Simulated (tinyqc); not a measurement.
Comparisons within one model: pair of shallow donors (hydrogen-like orbitals). A value that a table varies takes the place of the one given here.

Each donor has the orbital exp(-r/a); energy unit Ha* = q/(eps a), q = e^2/(4 pi eps0), so that a lone donor is bound by Ha*/2; x = R/a. One electron: S = (1 + x + x^2/3) exp(-x), j = 1/x - (1 + 1/x) exp(-2x), k = (1 + x) exp(-x); levels E(+/-) = -1/2 - (j +/- k)/(1 +/- S) in Ha*, without the repulsion of the ions, split by D = |E(-) - E(+)|. In six valleys the overlaps S and k are multiplied by v = [cos(K Rx) + cos(K Ry) + cos(K Rz)]/3, K = k0 (2 pi/a_lat), for isotropic envelopes and the symmetric valley state.

Two electrons, Heitler-London: with S' = (1 - x + x^2/3) exp(x), C = 1/x - exp(-2x)(1/x + 11/8 + 3x/4 + x^2/6), X = (1/5){exp(-2x)(25/8 - 23x/4 - 3x^2 - x^3/3) + (6/x)[S^2 (0.5772157 + ln x) + S'^2 Ei(-4x) - 2 S S' Ei(-2x)]}, Q = C - 2j + 1/x and A = X - 2 S k + S^2/x, the singlet and triplet lie at (Q +/- w A)/(1 +/- w S^2) from two lone donors, with the valley weight w = v^2; the exchange is J = triplet - singlet.

Constants: e^2/(4 pi eps0) = 14.39964547 eV angstrom.

Inputs chosen for the exercise (near those of two donors in Si; the results hold for these values, not for the real material): a = 18.3 angstrom (orbital radius); eps = 11.6 (dielectric constant); a_lat = 5.431 angstrom (lattice constant); k0 = 0.855 2 pi/a_lat (valley position); sites = ((11, 0, 0), (11.25, 0.25, 0.25), (11.5, 0.5, 0), (11, 0.5, 0.5), (10.75, 0.25, -0.25), (11.75, 0.25, -0.25), (11, 1, 0), (11.25, 0.75, -0.25), (12, 0.5, 0.5)) a_lat (positions of the second donor); Ns = (0.037, 0.092, 0.22, 0.55, 1.3, 2.8, 5.5) x 1e18/cm^3 (donor densities); n = (16, 16, 0) a_lat (separation vector).

## Placement within one cell

D and J for each site, and for v = 1.

Results:
```
site                  R (angstrom)       v  D (meV)  J (micro-eV)  J for v = 1
(11, 0, 0)                    59.7   0.391     3.87           576     3.80e+03
(11.25, 0.25, 0.25)           61.1  -0.094    0.880          30.3     3.43e+03
(11.5, 0.5, 0)                62.5   0.199     1.78           122     3.10e+03
(11, 0.5, 0.5)                59.9  -0.874     9.13      2.87e+03     3.76e+03
(10.75, 0.25, -0.25)          58.4   0.271     2.78           304     4.18e+03
(11.75, 0.25, -0.25)          63.8   0.470     4.05           616     2.80e+03
(11, 1, 0)                    60.0   0.262     2.55           254     3.73e+03
(11.25, 0.75, -0.25)          61.2  -0.380     3.57           488     3.40e+03
(12, 0.5, 0.5)                65.3  -0.620     5.12           962     2.51e+03
```

Over these sites the envelope alone changes J by a factor 1.66, and the valley factor v^2 by 86.1; J runs from 30.3 at (11.25, 0.25, 0.25) to 2.87e+03 micro-eV at (11, 0.5, 0.5). Moves of less than one lattice constant change the phases of the valleys along each axis that moves, so the placement must be exact to the site.

## From lone donors to an impurity band (impurity band of shallow donors (Hubbard estimate))

Donors on a simple cubic lattice of spacing R = N^(-1/3) (1/angstrom^3 = 1e24/cm^3), Ha* = q/(eps a), q = e^2/(4 pi eps0), x = R/a. Hopping t = Ha* (1 + x) exp(-x), band width B = 12 t, on-site repulsion U = (5/8) Ha*; the gap closes near B/U = 1.15. Valley factors and disorder are left out.

Results:
```
N (1e18/cm^3)  R (angstrom)  N^(1/3) a   t (meV)  B (meV)       B/U
0.037                 300.1      0.061  8.91e-05  0.00107  2.52e-05
0.092                 221.5      0.083   0.00492   0.0590   0.00139
0.22                  165.7      0.110    0.0799    0.959    0.0226
0.55                  122.1      0.150     0.660     7.92     0.187
1.3                    91.6      0.200      2.73     32.7     0.772
2.8                    70.9      0.258      6.85     82.2      1.94
5.5                    56.7      0.323      12.6      151      3.56
```

B/U passes 1.15 between 1.3 and 2.8 x 1e18/cm^3; the root is x = 4.52, N^(1/3) a = 0.221, N = 1.8 x 1e18/cm^3, below the 2.9 that the empirical rule N^(1/3) a = 0.26 gives; the estimate is rough, since random positions, the overlap of the orbitals and screening are left out. While N grows by 149 times, t grows by 1.41e+05 times.

## What each parameter does

x, D = |E(-) - E(+)| and J. Each row changes one parameter from the base and keeps the others.

Results:
```
case                       x  D (meV)  J (micro-eV)
base                   6.715  0.03522        0.0459
a = 16.5 angstrom      7.448  0.02096        0.0148
eps = 12.8             6.715  0.03192        0.0416
k0 = 0.835 2 pi/a_lat  6.715  0.06521         0.157
n = (17, 16, 0) a_lat  6.928  0.07963         0.235
```

The largest shifts from the base row, up to three for each result and ties (the steps differ in size, so this ranks the rows, not the parameters). x: a +0.733, n +0.213; unchanged at the printed digits by eps and k0. D (meV): n +0.0444, k0 +0.0300, a -0.0143. J (micro-eV): n +0.190, k0 +0.112, a -0.0311.

Computed by tinyqc, a small Python program: `OMP_NUM_THREADS=1 python tinyqc.py 1250646 1250647 out.jsonl` (the numbers bound the seed that draws the inputs); one thread of a shared host (Intel(R) Xeon(R) Processor @ 2.30GHz), about 0.01 s for the whole set of steps.
